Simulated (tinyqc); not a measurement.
The integration grid: Kohn-Sham B3LYP on finer and finer grids in the sto-3g basis, for H2+, spin multiplicity 2. Computed by the program tinyqc with PySCF. 

Geometry (angstrom):
```
atom,x,y,z
H,0.0000,0.0000,0.0000
H,0.0000,0.0000,0.7110
```

Self-consistent on each grid; the net force on the molecule should vanish.

Kohn-Sham energy on Becke grids (radial x angular points per atom):
```
grid,points,residual of the electron count,E (hartree),E - finest (mhartree),largest net force without grid terms (hartree/bohr)
10 x 14,272,1.24e-03,-0.53128,-0.92552,8.27e-18
15 x 26,768,-4.61e-03,-0.52954,0.82005,8.31e-19
20 x 50,1984,-5.63e-05,-0.53034,0.01603,5.55e-17
30 x 86,5136,-1.54e-05,-0.53035,0.00477,5.55e-17
50 x 194,19358,6.43e-09,-0.53036,0.00000,2.53e-17
75 x 302,45238,6.33e-11,-0.53036,0.00000,5.55e-17
120 x 590,141294,1.10e-13,-0.53036,0.00000,1.11e-16
```

The energy is within 0.1 mhartree of the finest grid first at 20 x 50. The error has both signs, since quadrature is not variational. The net force vanishes by symmetry here, so only the electron count signals a poor grid.
